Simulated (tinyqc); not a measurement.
Inside a calculation. Method: ROHF in the sto-3g basis, for H4, spin multiplicity 3. This run ends on a higher stationary point, not on the lowest solution. Computed by tinyqc, a small Python program that keeps every step (integrals from PySCF). Settings: charge = 0, multiplicity = 3, basis = sto-3g, energy threshold = 1e-10, iteration cap = 60, orthogonalisation = symmetric, start = highest core orbitals, DIIS depth = 0, method = ROHF. Command: `OMP_NUM_THREADS=1 python tinyqc.py 28059 28060 out.jsonl` (the two numbers bound the seeds that draw the settings). One thread of a shared host (Intel(R) Xeon(R) Processor @ 2.60GHz), about 0.1 s of CPU time with the checks. Later iterations appear only in the table of the cycle.

## One-electron integrals

Geometry (angstrom):
```
atom        x        y        z
H     0.00000  0.00000  0.00000
H     0.00000  0.00000  0.85800
H     0.00000  0.00000  2.56200
H     0.00000  0.00000  3.42100
```

Basis sto-3g: exponents (1/bohr^2) and contraction coefficients of normalised primitives:
```
element  l (shell)  exponent  coefficient
H            s (1)   3.42525      0.15433
H            s (1)   0.62391      0.53533
H            s (1)   0.16886      0.44463
```

Overlap, kinetic and nuclear-attraction integrals over the contracted functions; the nuclear repulsion is the sum of Za Zb / Rab.

nuclear repulsion = 2.1110466 hartree

overlap S, order 1H 1s, 2H 1s, 3H 1s, 4H 1s:
```
[[1.00000, 0.58362, 0.04404, 0.00721],
 [0.58362, 1.00000, 0.19014, 0.04396],
 [0.04404, 0.19014, 1.00000, 0.58298],
 [0.00721, 0.04396, 0.58298, 1.00000]]
```

kinetic energy T (hartree), order 1H 1s, 2H 1s, 3H 1s, 4H 1s:
```
[[0.76003, 0.17265, -0.01026, -0.00354],
 [0.17265, 0.76003, -0.00281, -0.01026],
 [-0.01026, -0.00281, 0.76003, 0.17215],
 [-0.00354, -0.01026, 0.17215, 0.76003]]
```

nuclear attraction V (hartree), order 1H 1s, 2H 1s, 3H 1s, 4H 1s:
```
[[-2.17152, -1.24861, -0.07956, -0.01249],
 [-1.24861, -2.32680, -0.35279, -0.07940],
 [-0.07956, -0.35279, -2.32633, -1.24675],
 [-0.01249, -0.07940, -1.24675, -2.17089]]
```

core Hamiltonian H = T + V (hartree), order 1H 1s, 2H 1s, 3H 1s, 4H 1s:
```
[[-1.41149, -1.07596, -0.08982, -0.01603],
 [-1.07596, -1.56677, -0.35560, -0.08965],
 [-0.08982, -0.35560, -1.56630, -1.07460],
 [-0.01603, -0.08965, -1.07460, -1.41086]]
```

## Two-electron integrals

Functions are numbered as in S; the eight-fold symmetry (ij|kl) = (ji|kl) = (kl|ij) leaves the list below.

Two-electron integrals (ij|kl) in chemists' order, unique and non-zero (hartree):
```
(11|11) 0.77461    (21|11) 0.37969    (21|21) 0.22608    (22|11) 0.52662
(22|21) 0.37969    (22|22) 0.77461    (31|11) 0.01780    (31|21) 0.01210
(31|22) 0.02380    (31|31) 0.00093    (32|11) 0.06017    (32|21) 0.04441
(32|22) 0.09633    (32|31) 0.00411    (32|32) 0.01966    (33|11) 0.20647
(33|21) 0.14552    (33|22) 0.30750    (33|31) 0.01780    (33|32) 0.09633
(33|33) 0.77461    (41|11) 0.00229    (41|21) 0.00163    (41|22) 0.00336
(41|31) 0.00014    (41|32) 0.00067    (41|33) 0.00336    (41|41) 2.36e-05
(42|11) 0.01136    (42|21) 0.00825    (42|22) 0.01776    (42|31) 0.00083
(42|32) 0.00410    (42|33) 0.02375    (42|41) 0.00014    (42|42) 0.00093
(43|11) 0.10354    (43|21) 0.07100    (43|22) 0.14533    (43|31) 0.00826
(43|32) 0.04435    (43|33) 0.37916    (43|41) 0.00162    (43|42) 0.01206
(43|43) 0.22553    (44|11) 0.15468    (44|21) 0.10363    (44|22) 0.20639
(44|31) 0.01137    (44|32) 0.06014    (44|33) 0.52627    (44|41) 0.00229
(44|42) 0.01776    (44|43) 0.37916    (44|44) 0.77461
```

## Orthogonalisation

S = U s U^T; symmetric (Loewdin) form X = U s^(-1/2) U^T, so that X^T S X = 1.

eigenvalues of S: [0.35432, 0.46475, 1.44833, 1.73261]

X, order 1H 1s, 2H 1s, 3H 1s, 4H 1s:
```
[[1.17465, -0.38455, 0.03434, -0.01008],
 [-0.38455, 1.19462, -0.13207, 0.03432],
 [0.03434, -0.13207, 1.19409, -0.38387],
 [-0.01008, 0.03432, -0.38387, 1.17413]]
```

## Starting guess

The start is the highest orbitals of the core Hamiltonian (a deliberately bad start); D(s) = C_occ C_occ^T for each spin.

D(alpha) at the start, order 1H 1s, 2H 1s, 3H 1s, 4H 1s:
```
[[1.47049, -1.03625, 0.01666, -0.10790],
 [-1.03625, 1.34619, -0.58739, 0.01686],
 [0.01666, -0.58739, 1.34819, -1.03206],
 [-0.10790, 0.01686, -1.03206, 1.46998]]
```

D(beta) at the start, order 1H 1s, 2H 1s, 3H 1s, 4H 1s:
```
[[0.68053, -0.69633, 0.69438, -0.67821],
 [-0.69633, 0.71250, -0.71051, 0.69396],
 [0.69438, -0.71051, 0.70852, -0.69202],
 [-0.67821, 0.69396, -0.69202, 0.67591]]
```

## Iteration 1: building the Fock matrix

J_ij = sum D_kl (ij|kl) with D = D(alpha) + D(beta), K_ij = sum D_kl (ik|jl) for each spin; F = H + J - K(s); E = tr D H + tr D J / 2 - 0.5 sum_s tr D(s) K(s) + E_nn.

Coulomb J (hartree), order 1H 1s, 2H 1s, 3H 1s, 4H 1s:
```
[[1.71590, 1.00294, 0.06953, 0.01108],
 [1.00294, 1.78973, 0.30766, 0.06942],
 [0.06953, 0.30766, 1.79170, 1.00289],
 [0.01108, 0.06942, 1.00289, 1.71743]]
```

exchange K(alpha) (hartree), order 1H 1s, 2H 1s, 3H 1s, 4H 1s:
```
[[0.64343, 0.25361, -0.06894, -0.05328],
 [0.25361, 0.49484, -0.04082, -0.06862],
 [-0.06894, -0.04082, 0.49966, 0.25682],
 [-0.05328, -0.06862, 0.25682, 0.64705]]
```

exchange K(beta) (hartree), order 1H 1s, 2H 1s, 3H 1s, 4H 1s:
```
[[0.16659, 0.00773, 0.01623, -0.01514],
 [0.00773, 0.12411, -0.01492, 0.01623],
 [0.01623, -0.01492, 0.12359, 0.00760],
 [-0.01514, 0.01623, 0.00760, 0.16571]]
```

F(alpha) (hartree), order 1H 1s, 2H 1s, 3H 1s, 4H 1s:
```
[[-0.33901, -0.32663, 0.04864, 0.04833],
 [-0.32663, -0.27188, -0.00712, 0.04838],
 [0.04864, -0.00712, -0.27427, -0.32853],
 [0.04833, 0.04838, -0.32853, -0.34048]]
```

F(beta) (hartree), order 1H 1s, 2H 1s, 3H 1s, 4H 1s:
```
[[0.13782, -0.08074, -0.03653, 0.01019],
 [-0.08074, 0.09885, -0.03302, -0.03646],
 [-0.03653, -0.03302, 0.10180, -0.07931],
 [0.01019, -0.03646, -0.07931, 0.14085]]
```

total energy of this density = -0.0273325 hartree

## Iteration 1: Roothaan effective Fock matrix

With projectors Pc = D(beta) S, Po = (D(alpha) - D(beta)) S, Pv = 1 - D(alpha) S, the block xy is Px^T F Py; with Fc = (F(alpha) + F(beta))/2, the blocks are Fc for cc, oo, vv and cv, F(beta) for co and F(alpha) for ov.

effective F (hartree), order 1H 1s, 2H 1s, 3H 1s, 4H 1s:
```
[[-0.10462, -0.20670, 0.00000, 0.01023],
 [-0.20670, -0.08288, -0.00777, -0.00032],
 [0.00000, -0.00777, -0.08408, -0.20854],
 [0.01023, -0.00032, -0.20854, -0.10452]]
```

## Iteration 1: diagonalisation and new density

Diagonalise F' = X^T F X, C = X C', fill 3 alpha and 1 beta electrons from the bottom; D(s) = C_occ C_occ^T. Each column has its largest component positive (the first on a tie).

F' = X^T F X (hartree):
```
[[0.03013, -0.23565, 0.02672, -0.00057],
 [-0.23565, 0.05863, -0.01856, 0.02655],
 [0.02672, -0.01856, 0.05834, -0.23777],
 [-0.00057, 0.02655, -0.23777, 0.03148]]
```

orbital energies (hartree): [-0.21015, -0.17504, 0.24519, 0.31857]

coefficients C, order 1H 1s, 2H 1s, 3H 1s, 4H 1s:
```
[[-0.40888, 0.42558, 0.76593, 0.77071],
 [-0.40715, 0.35634, -0.72669, -0.87908],
 [0.42428, 0.33951, -0.69340, 0.90319],
 [0.42540, 0.40611, 0.73851, -0.79745]]
```

D(alpha) after iteration 1, order 1H 1s, 2H 1s, 3H 1s, 4H 1s:
```
[[0.93496, -0.23847, -0.56009, 0.56454],
 [-0.23847, 0.82083, 0.45211, -0.56516],
 [-0.56009, 0.45211, 0.77608, -0.19372],
 [0.56454, -0.56516, -0.19372, 0.89129]]
```

D(beta) after iteration 1, order 1H 1s, 2H 1s, 3H 1s, 4H 1s:
```
[[0.16719, 0.16648, -0.17348, -0.17394],
 [0.16648, 0.16577, -0.17275, -0.17320],
 [-0.17348, -0.17275, 0.18002, 0.18049],
 [-0.17394, -0.17320, 0.18049, 0.18097]]
```

## Iteration 2: building the Fock matrix

As before.

Coulomb J (hartree), order 1H 1s, 2H 1s, 3H 1s, 4H 1s:
```
[[1.67169, 1.00505, 0.07018, 0.01121],
 [1.00505, 1.79673, 0.30981, 0.07011],
 [0.07018, 0.30981, 1.80010, 1.00651],
 [0.01121, 0.07011, 1.00651, 1.67537]]
```

exchange K(alpha) (hartree), order 1H 1s, 2H 1s, 3H 1s, 4H 1s:
```
[[0.72115, 0.48132, 0.01839, 0.01485],
 [0.48132, 0.70719, 0.16663, 0.01843],
 [0.01839, 0.16663, 0.69667, 0.48053],
 [0.01485, 0.01843, 0.48053, 0.71084]]
```

exchange K(beta) (hartree), order 1H 1s, 2H 1s, 3H 1s, 4H 1s:
```
[[0.28191, 0.22418, -0.06431, -0.06712],
 [0.22418, 0.24010, -0.05969, -0.06283],
 [-0.06431, -0.05969, 0.26421, 0.24497],
 [-0.06712, -0.06283, 0.24497, 0.30617]]
```

F(alpha) (hartree), order 1H 1s, 2H 1s, 3H 1s, 4H 1s:
```
[[-0.46095, -0.55222, -0.03803, -0.01968],
 [-0.55222, -0.47723, -0.21242, -0.03797],
 [-0.03803, -0.21242, -0.46287, -0.54862],
 [-0.01968, -0.03797, -0.54862, -0.44632]]
```

F(beta) (hartree), order 1H 1s, 2H 1s, 3H 1s, 4H 1s:
```
[[-0.02171, -0.29508, 0.04467, 0.06230],
 [-0.29508, -0.01013, 0.01389, 0.04329],
 [0.04467, 0.01389, -0.03041, -0.31306],
 [0.06230, 0.04329, -0.31306, -0.04166]]
```

total energy of this density = -1.5862489 hartree

## Iteration 2: Roothaan effective Fock matrix

As before.

effective F (hartree), order 1H 1s, 2H 1s, 3H 1s, 4H 1s:
```
[[-0.23694, -0.41742, 0.00304, 0.02111],
 [-0.41742, -0.24044, -0.09943, 0.00240],
 [0.00304, -0.09943, -0.24995, -0.43712],
 [0.02111, 0.00240, -0.43712, -0.24836]]
```

## Iteration 2: diagonalisation and new density

As before.

F' = X^T F X (hartree):
```
[[0.01700, -0.43864, 0.08952, -0.01368],
 [-0.43864, 0.03598, -0.13759, 0.09095],
 [0.08952, -0.13759, 0.03836, -0.45930],
 [-0.01368, 0.09095, -0.45930, 0.01713]]
```

orbital energies (hartree): [-0.44403, -0.40819, 0.31359, 0.64712]

coefficients C, order 1H 1s, 2H 1s, 3H 1s, 4H 1s:
```
[[-0.31857, 0.45887, 0.81061, 0.74822],
 [-0.26714, 0.50037, -0.70781, -0.87800],
 [0.49167, 0.27993, -0.64883, 0.92237],
 [0.51742, 0.21605, 0.75731, -0.79956]]
```

D(alpha) after iteration 2, order 1H 1s, 2H 1s, 3H 1s, 4H 1s:
```
[[0.96913, -0.25905, -0.55412, 0.54818],
 [-0.25905, 0.82273, 0.46797, -0.56615],
 [-0.55412, 0.46797, 0.74108, -0.17648],
 [0.54818, -0.56615, -0.17648, 0.88792]]
```

D(beta) after iteration 2, order 1H 1s, 2H 1s, 3H 1s, 4H 1s:
```
[[0.10149, 0.08510, -0.15663, -0.16483],
 [0.08510, 0.07137, -0.13135, -0.13823],
 [-0.15663, -0.13135, 0.24174, 0.25440],
 [-0.16483, -0.13823, 0.25440, 0.26773]]
```

## Iteration 3: building the Fock matrix

As before.

Coulomb J (hartree), order 1H 1s, 2H 1s, 3H 1s, 4H 1s:
```
[[1.56685, 0.94350, 0.06845, 0.01117],
 [0.94350, 1.69624, 0.30832, 0.07131],
 [0.06845, 0.30832, 1.88258, 1.06444],
 [0.01117, 0.07131, 1.06444, 1.78663]]
```

exchange K(alpha) (hartree), order 1H 1s, 2H 1s, 3H 1s, 4H 1s:
```
[[0.73290, 0.48069, 0.01901, 0.01373],
 [0.48069, 0.70349, 0.16834, 0.01881],
 [0.01901, 0.16834, 0.68468, 0.47979],
 [0.01373, 0.01881, 0.47979, 0.71369]]
```

exchange K(beta) (hartree), order 1H 1s, 2H 1s, 3H 1s, 4H 1s:
```
[[0.14972, 0.10708, -0.06031, -0.05767],
 [0.10708, 0.10308, -0.04115, -0.04035],
 [-0.06031, -0.04115, 0.39688, 0.36197],
 [-0.05767, -0.04035, 0.36197, 0.44557]]
```

F(alpha) (hartree), order 1H 1s, 2H 1s, 3H 1s, 4H 1s:
```
[[-0.57754, -0.61314, -0.04038, -0.01860],
 [-0.61314, -0.57402, -0.21562, -0.03715],
 [-0.04038, -0.21562, -0.36840, -0.48995],
 [-0.01860, -0.03715, -0.48995, -0.33793]]
```

F(beta) (hartree), order 1H 1s, 2H 1s, 3H 1s, 4H 1s:
```
[[0.00564, -0.23953, 0.03894, 0.05281],
 [-0.23953, 0.02639, -0.00612, 0.02201],
 [0.03894, -0.00612, -0.08060, -0.37214],
 [0.05281, 0.02201, -0.37214, -0.06980]]
```

total energy of this density = -1.6001635 hartree

## Iteration 3: Roothaan effective Fock matrix

As before.

effective F (hartree), order 1H 1s, 2H 1s, 3H 1s, 4H 1s:
```
[[-0.25270, -0.38835, -0.02288, -0.00572],
 [-0.38835, -0.25537, -0.13030, -0.02929],
 [-0.02288, -0.13030, -0.25032, -0.47348],
 [-0.00572, -0.02929, -0.47348, -0.23708]]
```

## Iteration 3: diagonalisation and new density

As before.

F' = X^T F X (hartree):
```
[[-0.03408, -0.37852, 0.06949, -0.02933],
 [-0.37852, -0.00881, -0.15765, 0.07417],
 [0.06949, -0.15765, 0.07737, -0.51842],
 [-0.02933, 0.07417, -0.51842, 0.06405]]
```

orbital energies (hartree): [-0.46032, -0.39655, 0.27531, 0.68010]

coefficients C, order 1H 1s, 2H 1s, 3H 1s, 4H 1s:
```
[[0.13464, 0.55222, 0.97614, 0.50301],
 [0.21192, 0.51746, -0.92234, -0.65592],
 [0.53289, -0.19432, -0.37237, 1.06369],
 [0.49967, -0.24686, 0.52055, -0.97243]]
```

D(alpha) after iteration 3, order 1H 1s, 2H 1s, 3H 1s, 4H 1s:
```
[[1.27593, -0.58605, -0.39905, 0.43909],
 [-0.58605, 1.16338, 0.35583, -0.50198],
 [-0.39905, 0.35583, 0.46039, 0.12040],
 [0.43909, -0.50198, 0.12040, 0.58159]]
```

D(beta) after iteration 3, order 1H 1s, 2H 1s, 3H 1s, 4H 1s:
```
[[0.01813, 0.02853, 0.07175, 0.06728],
 [0.02853, 0.04491, 0.11293, 0.10589],
 [0.07175, 0.11293, 0.28397, 0.26627],
 [0.06728, 0.10589, 0.26627, 0.24967]]
```

## Convergence

Stop when the energy changes by less than 1e-10 hartree and every element of the error matrix X^T (F D S - S D F) X is below 3e-06.

Course of the cycle:
```
iteration  E (hartree)     change  largest element of the error matrix
1           -0.0273325          -                             7.29e-02
2           -1.5862489  -1.56e+00                             2.71e-02
3           -1.6001635  -1.39e-02                             7.18e-02
4           -1.7194339  -1.19e-01                             7.46e-02
5           -1.7508162  -3.14e-02                             3.83e-02
6           -1.7541038  -3.29e-03                             1.14e-02
7           -1.7542000  -9.62e-05                             9.69e-03
8           -1.7541619   3.81e-05                             9.63e-03
9           -1.7542323  -7.04e-05                             8.97e-03
10          -1.7541964   3.59e-05                             9.16e-03
11          -1.7542592  -6.27e-05                             8.61e-03
12          -1.7542267   3.25e-05                             8.82e-03
13          -1.7542830  -5.63e-05                             8.32e-03
14          -1.7542534   2.96e-05                             8.52e-03
...                ...        ...                                  ...
47          -1.7544774  -1.54e-05                             5.51e-03
48          -1.7544685   8.89e-06                             5.60e-03
49          -1.7544830  -1.45e-05                             5.40e-03
50          -1.7544746   8.40e-06                             5.49e-03
51          -1.7544884  -1.37e-05                             5.31e-03
52          -1.7544804   7.95e-06                             5.39e-03
53          -1.7544934  -1.30e-05                             5.21e-03
54          -1.7544859   7.53e-06                             5.30e-03
55          -1.7544982  -1.23e-05                             5.12e-03
56          -1.7544910   7.14e-06                             5.20e-03
57          -1.7545027  -1.17e-05                             5.03e-03
58          -1.7544959   6.78e-06                             5.11e-03
59          -1.7545070  -1.11e-05                             4.95e-03
60          -1.7545005   6.44e-06                             5.02e-03
```

PySCF ROHF in the same basis = -1.6699703 hartree

Not converged within the cap of 60 iterations: the residual wanders without falling. Reruns (cap 100 unless said): DIIS 8: converged in 34; atomic densities as start, DIIS 8: converged in 9 to a higher stationary point; the original settings with a cap of 400: not converged.
